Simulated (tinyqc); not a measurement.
Sheet resistance of a shallow doped layer with concentration-dependent mobility and limited activation: one step, computed by the program tinyqc. Command: `OMP_NUM_THREADS=1 python tinyqc.py 3007066 3007067 out.jsonl irvin walk`. One thread of a shared host (Intel(R) Xeon(R) Processor @ 2.30GHz), about 0.03 s of CPU time with the checks.

A layer of one dopant lies in a background of the opposite type. Current flows parallel to the surface down to the junction; depletion is ignored.

Task: Active limit and depths. C(x) = C_s for x < l and C_s 10^(-(x - l)/abruptness) beyond. Temperatures in kelvin are T(C) + 273.15. Active limit C_a = prefactor x exp(-energy/(k_B T)); the junction lies where C = C_B, and the profile exceeds C_a down to x_a (zero if C_s is below C_a). Slope at the junction in nm per decade = ln(10) C/|dC/dx|.

Inputs (values chosen for the exercise, modelled on boron in silicon): surface concentration C_s = 1.2e+21 1/cm^3; length l = 3.7 nm; tail abruptness = 4.3 nm/decade; background C_B = 1.4e+15 1/cm^3; prefactor of the active limit = 8.8e+22 1/cm^3; energy of the active limit = 0.739 eV; anneal temperature T = 950 C.

Profile: box with exponential tail.

Constants: k_B = 8.617333262e-05 eV/K.

Give: active limit C_a; junction depth x_j; depth x_a; abruptness at the junction.

Result:

active limit C_a = 7.935e+19 1/cm^3

junction depth x_j = 29.21 nm

depth x_a = 8.772 nm

abruptness at the junction = 4.3 nm/decade
